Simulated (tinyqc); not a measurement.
From one set of inputs to another, one input at a time: field-effect mobility of a thin-film transistor with band-tail and deep states (multiple trapping). Computed by tinyqc, a small Python program. Command: `OMP_NUM_THREADS=1 python tinyqc.py 3026398 3026399 out.jsonl tft ladder`. One thread of a shared host (Intel(R) Xeon(R) Processor @ 2.30GHz), about 0.09 s of CPU time with the checks.

A thick film in accumulation at small drain voltage. Only free electrons move; trapped ones still screen the gate. N_c and mu_0 are held fixed when T changes, leaving out the T^(3/2) growth of N_c. x = E_0 - psi is the distance of the Fermi level below the band edge.

The inputs printed are set A. Set A is modelled on amorphous In2O3; the values taken over come from a set modelled on an amorphous In-Ga-Zn oxide. Inputs not listed in the table keep their values of set A, so the rows need not describe a real material.

Inputs (values chosen for the exercise, modelled on amorphous In2O3): permittivity eps = 9; effective density of states N_c = 3.9e+18 1/cm^3; band mobility mu_0 = 51 cm^2/(V s); tail density at the edge g_t = 8.6e+19 1/(eV cm^3); tail width E_t = 19 meV; deep-state density g_d = 2.6e+16 1/(eV cm^3); flat-band Fermi level below the edge, E_0 = 0.67 eV; equivalent oxide thickness t = 6.1 nm; surface band bending psi_s as a fraction of E_0 = 0.64; temperature T = 300 K.

Deep states: included.

Constants: k_B = 8.617333262e-05 eV/K; e = 1.602176634e-19 C; eps_0 = 8.8541878128e-12 F/m.

Method:
- F_j(eta) = int_0^infinity x^j/(1 + exp(x - eta)) dx, without a gamma-function factor.
- Integrals over x = E/(k_B T) use 160 Gauss-Legendre points in u = sqrt(x) from 0 to sqrt(max(eta, 0) + 32).
- Free n(x) = N_c (2/sqrt(pi)) F_1/2(-x/k_B T), with F_1/2 from its two-term series in exp(-x/k_B T) for x >= 12 k_B T; tail n_t(x) = int_0^1.2eV g_t exp(-E/E_t)/(1 + exp((x - E)/k_B T)) dE, E counted down from the edge, 120 Gauss-Legendre points; deep charge g_d psi; space charge rho(psi) = n + n_t + g_d psi less its value at psi = 0.
- Poisson: F(psi) = sqrt((2 e/(eps eps_0)) int_0^psi rho dpsi'); V_G - V_FB = psi_s + eps F(psi_s) t/3.9; free sheet density N_f = int (n - n(E_0))/F dpsi; induced sheet density N_i = eps eps_0 F(psi_s)/e; trapezoid rule on 301 even points in psi, the first interval left out of N_f.
- mu_eff = mu_0 N_f/N_i; field-effect mobility mu_FE = mu_0 e (dN_f/dV_G)/C_ox and swing S = dV_G/dlog10(N_f), by a central difference of +/- 2 mV in psi_s; C_ox = 3.9 eps_0/t.

Each row keeps all changes above it:
```
input moved                                    from       to  V_G - V_FB (V)  swing S (mV/decade)  free sheet density N_f (1/cm^2)
set A                                             -        -         0.47265               70.766                       3.0784e+08
tail density at the edge g_t (1/(eV cm^3))  8.6e+19  1.2e+19         0.47254               70.438                       3.0823e+08
temperature T (K)                               300      200         0.47244               45.644                       1.8922e+06
band mobility mu_0 (cm^2/(V s))                  51       18         0.47244               45.644                       1.8922e+06
equivalent oxide thickness t (nm)               6.1       22         0.58620               56.642                       1.8922e+06
deep-state density g_d (1/(eV cm^3))        2.6e+16  1.5e+17         0.80686               77.951                       7.8780e+05
effective density of states N_c (1/cm^3)    3.9e+18  4.9e+18         0.80686               77.952                       9.8981e+05
permittivity eps                                  9     11.5         0.85616               82.715                       1.1189e+06
```

Where does the difference come from?

V_G - V_FB goes from 0.473 to 0.856, a factor 1.81 in all. The largest single move comes from deep-state density g_d (a factor 1.38). Swing S goes from 70.8 to 82.7, a factor 1.17 in all. The largest single move comes from temperature T (a factor 0.648), but it runs against the net change; the largest move in the direction of the net change is deep-state density g_d (a factor 1.38). Free sheet density N_f goes from 3.08e8 to 1.12e6, a factor 0.00363 in all. The largest single move comes from temperature T (a factor 0.00614). The single moves hold for this order of the switches; the total does not depend on the order.

Extremes, crossings and ranges named in words are read from the listed rows.
